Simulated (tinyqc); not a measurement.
Inside a calculation. Method: plane-wave Kohn-Sham cycle with exchange-only LDA in a layered model solid. Computed by tinyqc, a small Python program that keeps every step. Settings: points = 16, plane-wave index or count = 2, electrons = 2, k points = 2, area = 8.0, mixing = 0.8, iteration cap = 62, Kerker q0 = 0.87. Command: `OMP_NUM_THREADS=1 python tinyqc.py 30036 30037 out.jsonl` (the two numbers bound the seeds that draw the settings). One thread of a shared host (Intel(R) Xeon(R) Processor @ 2.60GHz), about 0.02 s of CPU time with the checks. Later iterations appear only in the table of the cycle.

## Iteration 1: potential

A solid whose potential varies along x alone (atomic units):
```
parameter                      value
period a                   16.600000
cross-section of the cell   8.000000
electrons per cell                 2
grid points                       16
plane waves -n..n, n               2
k points                           2
V1 in V1 cos(2 pi x/a)     -0.260000
```

density at the start, on the grid x_j = j a/N (e/bohr^3): 0.01506024  0.01506024  0.01506024  0.01506024  0.01506024  0.01506024  0.01506024  0.01506024  0.01506024  0.01506024  0.01506024  0.01506024  0.01506024  0.01506024  0.01506024  0.01506024

V_H(G) = 4 pi rho(G)/G^2 for G != 0 (uniform background); v_x = -(3 rho/pi)^(1/3); V = V_ext + V_H + v_x; Fourier components f(G_m) = (1/N) sum_j f(x_j) exp(-i G_m x_j).

Potentials on the grid (hartree):
```
x              V_ext       V_H        v_x          V
0.000000   -0.260000  0.000000  -0.243184  -0.503184
1.037500   -0.240209  0.000000  -0.243184  -0.483392
2.075000   -0.183848  0.000000  -0.243184  -0.427031
3.112500   -0.099498  0.000000  -0.243184  -0.342681
4.150000           0  0.000000  -0.243184  -0.243184
5.187500    0.099498  0.000000  -0.243184  -0.143686
6.225000    0.183848  0.000000  -0.243184  -0.059336
7.262500    0.240209  0.000000  -0.243184  -0.002975
8.300000    0.260000  0.000000  -0.243184   0.016816
9.337500    0.240209  0.000000  -0.243184  -0.002975
10.375000   0.183848  0.000000  -0.243184  -0.059336
11.412500   0.099498  0.000000  -0.243184  -0.143686
12.450000          0  0.000000  -0.243184  -0.243184
13.487500  -0.099498  0.000000  -0.243184  -0.342681
14.525000  -0.183848  0.000000  -0.243184  -0.427031
15.562500  -0.240209  0.000000  -0.243184  -0.483392
```

V(G_m), m = 0, 1, 2, ... (hartree): -0.243184  -0.130000  0.000000  0.000000  0.000000

## Iteration 1: Hamiltonian at one k

k = 0.250000 2 pi / a

H(m,m') = (k + G_m)^2/2 delta + V(G_m - G_m'), with V(-G) = V(G).

H (hartree), lower triangle:
```
           -2         -1         +0         +1        +2
-2  -0.023807
-1  -0.130000  -0.202890
+0   0.000000  -0.130000  -0.238707
+1   0.000000   0.000000  -0.130000  -0.131257
+2   0.000000   0.000000   0.000000  -0.130000  0.119459
```

## Iteration 1: levels at that k

Diagonalise the Hermitian matrix.

eigenvalues (hartree): -0.410318  -0.232184  -0.078102  0.060799  0.182603

## Iteration 1: new density

Motion across x is left out: the lowest 1 band(s) hold two electrons at each of the k points (j + 1/2)/nk - 1/2. Residual R = rho(out) - rho(in); rho(new) = rho(in) + 0.8 R, with R(G) scaled by G^2/(G^2 + 0.87^2) (Kerker). rho(out) = 2/(a A nk) sum |psi|^2 with psi = sum c exp(i G x). Harris energy E = band energy - dV sum rho (V_H/2 + v_x) + (3/4) dV sum rho v_x with rho(in), dV = a A/N, band energy = (2/nk) sum of the filled levels.

rho(out) (e/bohr^3): 0.05568918  0.04746737  0.02902616  0.01222771  0.00329486  0.00051804  0.00005351  0.00002784  0.00004368  0.00002784  0.00005351  0.00051804  0.00329486  0.01222771  0.02902616  0.04746737

density after iteration 1 (e/bohr^3): 0.02453273  0.02160382  0.01561452  0.01153431  0.01113819  0.01259694  0.01388001  0.01450590  0.01468376  0.01450590  0.01388001  0.01259694  0.01113819  0.01153431  0.01561452  0.02160382

energy per cell = -0.69904483 hartree

## Iteration 2: potential

As before.

Potentials on the grid (hartree):
```
x              V_ext        V_H        v_x          V
0.000000   -0.260000   0.382365  -0.286136  -0.163771
1.037500   -0.240209   0.321790  -0.274263  -0.192682
2.075000   -0.183848   0.176292  -0.246131  -0.253687
3.112500   -0.099498   0.020918  -0.222495  -0.301075
4.150000           0  -0.091151  -0.219919  -0.311070
5.187500    0.099498  -0.152252  -0.229128  -0.281882
6.225000    0.183848  -0.179724  -0.236658  -0.232533
7.262500    0.240209  -0.190456  -0.240163  -0.190410
8.300000    0.260000  -0.193199  -0.241140  -0.174339
9.337500    0.240209  -0.190456  -0.240163  -0.190410
10.375000   0.183848  -0.179724  -0.236658  -0.232533
11.412500   0.099498  -0.152252  -0.229128  -0.281882
12.450000          0  -0.091151  -0.219919  -0.311070
13.487500  -0.099498   0.020918  -0.222495  -0.301075
14.525000  -0.183848   0.176292  -0.246131  -0.253687
15.562500  -0.240209   0.321790  -0.274263  -0.192682
```

V(G_m), m = 0, 1, 2, ... (hartree): -0.241549  -0.002390  0.035418  0.004638  0.000762

## Iteration 2: Hamiltonian at one k

k = 0.250000 2 pi / a

As before.

H (hartree), lower triangle:
```
           -2         -1         +0         +1        +2
-2  -0.022173
-1  -0.002390  -0.201256
+0   0.035418  -0.002390  -0.237072
+1   0.004638   0.035418  -0.002390  -0.129623
+2   0.000762   0.004638   0.035418  -0.002390  0.121093
```

## Iteration 2: levels at that k

As before.

eigenvalues (hartree): -0.246208  -0.215933  -0.115058  -0.016590  0.124758

## Iteration 2: new density

As before.

rho(out) (e/bohr^3): 0.00936817  0.01108755  0.01574545  0.02097907  0.02287299  0.01956492  0.01349060  0.00860942  0.00689566  0.00860942  0.01349060  0.01956492  0.02287299  0.02097907  0.01574545  0.01108755

density after iteration 2 (e/bohr^3): 0.01937619  0.01818848  0.01611023  0.01522675  0.01521647  0.01456213  0.01322885  0.01226360  0.01199465  0.01226360  0.01322885  0.01456213  0.01521647  0.01522675  0.01611023  0.01818848

energy per cell = -0.41080718 hartree

## Convergence

Stop when sqrt(dV sum R^2) is below 1e-8, dV = a A/N.

Course of the cycle:
```
iteration  E (hartree)  norm of the residual
1          -0.69904483              2.23e-01
2          -0.41080718              9.70e-02
3          -0.38792889              6.58e-02
4          -0.44107605              1.77e-01
5          -0.53749603              1.78e-01
6          -0.44234478              1.37e-01
7          -0.46226573              1.49e-01
8          -0.47085551              1.68e-01
9          -0.49341061              1.55e-01
10         -0.44833046              1.45e-01
11         -0.47466319              1.53e-01
...                ...                   ...
52         -0.45641127              1.54e-01
53         -0.48321553              1.54e-01
54         -0.45758747              1.57e-01
55         -0.48901102              1.61e-01
56         -0.46912970              1.77e-01
57         -0.52288420              1.89e-01
58         -0.50322647              1.96e-01
59         -0.53056578              2.13e-01
60         -0.53151432              1.91e-01
61         -0.50076141              2.21e-01
62         -0.57156911              2.03e-01
```

Not converged within 62 iterations: the residual wanders without falling. Reruns (cap 100 unless said): mixing 0.1: not converged; mixing 0.5, Kerker q0 1.0: not converged; mixing 0.3, Pulay depth 5: converged in 22 (E = -0.38250); the original settings with a cap of 400: not converged.
